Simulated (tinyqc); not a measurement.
Inside a calculation. Method: plane-wave Kohn-Sham cycle with exchange-only LDA in a layered model solid. One step of it, computed by the program tinyqc.

Problem. Iteration 2: levels at that k. Diagonalise the Hermitian matrix.

H (hartree):
```
           -2         -1         +0         +1         +2
-2   2.104695  -0.362438  -0.002296   0.000217   0.000080
-1  -0.362438   0.207424  -0.362438  -0.002296   0.000217
+0  -0.002296  -0.362438  -0.172030  -0.362438  -0.002296
+1   0.000217  -0.002296  -0.362438   0.966333  -0.362438
+2   0.000080   0.000217  -0.002296  -0.362438   3.622512
```

Give: eigenvalues.

Solution.

eigenvalues (hartree): -0.4746  0.3207  1.0378  2.1734  3.6716
